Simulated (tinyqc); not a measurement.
Donor near an oxide interface in a gate field (two-state model): one step. Where the electron sits. Two cases, with inputs chosen for the exercise.

Task: Give E_D, E_I, t, the splitting and the donor weight.

Interface at z = 0 (hard wall), donor at z = d, field F pulling electrons to the interface: potential e F z; 1 kV/cm = 1e-5 eV/angstrom, c = hbar^2/2m0, q = e^2/(4 pi eps0), Q = (eps - eo)/(eps + eo). Donor state: E_D = e F d - ED - q Q/(4 eps d), the last term joining the images of ion and electron. Interface state: z exp(-b z/2) exp(-rho^2/(2 L^2)) with E_z = c b^2/(4 mz) + 3 e F/b + q Q b/(8 eps), minimised over b; in the plane at z = 3/b the ion (distance D = d - 3/b) and its image (D' = d + 3/b) give E_rho = c/(mt L^2) - (q/eps)(sqrt(pi)/L)[erfcx(D/L) + Q erfcx(D'/L)], erfcx(x) = exp(x^2) erfc(x), minimised over L. E_I = E_z + E_rho.

The two states couple by t = t0 exp(-D/aD) with t0 = q/(eps aD) (2 aD/L) sqrt(aD b/2) v, v a valley factor; this form is an estimate. With detuning u = E_D - E_I the splitting is sqrt(u^2 + 4 t^2) and the lower state has weight (1 - u/sqrt(u^2 + 4 t^2))/2 on the donor.

Constants: hbar^2/2m0 = 3.80998211 eV angstrom^2; e^2/(4 pi eps0) = 14.39964547 eV angstrom.

Give: E_D, E_I; t; splitting; donor weight.

Case 1.

Values chosen (near those of a donor in Si below HfO2, static dielectric constants; the results hold for these values, not for the real material): d = 150 angstrom (depth of the donor); ED = 43.1 meV (bulk binding energy); mz = 0.93 m0 (mass across the interface); mt = 0.192 m0 (mass in the plane); eps = 11.4 (dielectric constant of the semiconductor); eo = 22 (dielectric constant of the oxide); aD = 17.4 angstrom (donor radius); v = 0.39 (valley factor); F = 36.6 kV/cm (field in the semiconductor).

Result:

E_D, E_I (meV): [12.47, 11.12]

t = 0.00861 meV
splitting = 1.35 meV
donor weight = 0.000

The electron is at the interface; the contact hyperfine coupling scales with the donor weight. With this t, the tunnelling time pi hbar/(2t) at a crossing would be 120 ps (hbar = 6.58212e-16 eV s); here the detuning is 156 t.

Case 2.

Values chosen (near those of a donor in Si below SiO2, static dielectric constants; the results hold for these values, not for the real material): d = 120 angstrom (depth of the donor); ED = 45.4 meV (bulk binding energy); mz = 0.91 m0 (mass across the interface); mt = 0.184 m0 (mass in the plane); eps = 11.3 (dielectric constant of the semiconductor); eo = 3.9 (dielectric constant of the oxide); aD = 18.2 angstrom (donor radius); v = 0.56 (valley factor); F = 67.7 kV/cm (field in the semiconductor).

Result:

E_D, E_I (meV): [34.55, 25.97]

t = 0.124 meV
splitting = 8.58 meV
donor weight = 0.000

The electron is at the interface; the contact hyperfine coupling scales with the donor weight. With this t, the tunnelling time pi hbar/(2t) at a crossing would be 8.34 ps (hbar = 6.58212e-16 eV s); here the detuning is 69.2 t.

Computed by tinyqc, one run a case: `OMP_NUM_THREADS=1 python tinyqc.py N N+1 out.jsonl` with N = 1280370, 1280519; one thread of a shared Intel(R) Xeon(R) Processor @ 2.30GHz, about 0.1 s a run at most.
